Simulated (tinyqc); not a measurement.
# Changing the bath conductivity kappa

Model: electroplating on a thin resistive seed layer: kinetics, Wagner number and the terminal effect across a wafer. Computed by tinyqc, a small Python program. Command: `OMP_NUM_THREADS=1 python tinyqc.py 3120951 3120952 out.jsonl terminal sweep`. One thread of a shared host (Intel(R) Xeon(R) Processor @ 2.30GHz), about 0.04 s of CPU time with the checks.

Current enters the seed at the rim. The bath is treated as a local resistance per area (no lateral flow in the liquid), two electrons per ion, molar volume 7.11 cm^3/mol, Faraday constant F = e N_A, kinematic viscosity 0.01 cm^2/s, omega = 2 pi x rpm/60; k_B T/e is in volts.

Inputs (values chosen for the exercise, of the order of those for copper plating from an acid sulfate bath):
```
quantity                               value         unit
wafer radius R                           7.5           cm
seed thickness t                          46           nm
seed resistivity                         6.6  microohm cm
gap to the anode h                        10           cm
extra resistance of a porous plate         0     ohm cm^2
exchange current density i_0            0.13      mA/cm^2
cathodic transfer coefficient alpha     0.54            -
mean current density                     6.3      mA/cm^2
diffusivity of the metal ion         5.3e-06       cm^2/s
metal ion concentration                 0.26        mol/L
rotation rate                            200          rpm
temperature T                            298            K
```

Constants: e = 1.602176634e-19 C; N_A = 6.02214076e+23 1/mol; k_B = 8.617333262e-05 eV/K.

Method:
- Growth rate = i V_m/(2 F). Levich limit i_L = 0.62 x 2 F D^(2/3) omega^(1/2) nu^(-1/6) c. Tafel overpotential eta = (k_B T/(alpha e)) ln(i/i_0); kinetic resistance k_B T/(alpha e i); bath resistance h/kappa + plate; R_s = resistivity/t; Wagner number = kinetic resistance x kappa/R.
- Linearised: with R_t = kinetic + bath resistance the current density obeys (1/r)(r i')' = i R_s/R_t, so i = A I_0(r/l), l = sqrt(R_t/R_s); with x = R/l, edge/centre = I_0(x) and edge/mean = x I_0(x)/(2 I_1(x)).
- Voltage drop in the seed for a uniform current: i R_s R^2/4.
- Full model: seed potential phi(r) with (1/r)(r phi')' = R_s i, where i solves phi = R_b i + (k_B T/(alpha e)) ln(i/i_0) (phi being the driving voltage left at r); phi'(0) = 0 and phi'(R) = R_s i_mean R/2. Solved by collocation to a tolerance of 1e-7.

One run for each value:
```
bath conductivity kappa (S/cm)  edge over centre, full model  Wagner number  bath resistance R_b (ohm cm^2)
0.010                                                 1.0201        0.01006                          1000.0
0.018                                                 1.0362        0.01812                           555.6
0.032                                                 1.0640        0.03221                           312.5
0.058                                                 1.1153        0.05837                           172.4
0.100                                                 1.1965        0.10065                           100.0
0.190                                                 1.3640        0.19123                            52.6
0.330                                                 1.6055        0.33213                            30.3
0.600                                                 2.0075        0.60387                            16.7
```

Describe and explain the trends.

Over the rows, edge over centre, full model rises from 1.02 to 2.01 (exponent d ln y / d ln x 0.027 between the first rows and 0.37 between the last); Wagner number rises from 0.0101 to 0.604 (exponent d ln y / d ln x about 1.0 throughout); bath resistance R_b (ohm cm^2) falls from 1000 to 16.7 (exponent d ln y / d ln x about -1.00 throughout). A less conductive bath evens out the terminal effect, although it lowers the Wagner number, which measures only kinetics against the bath.
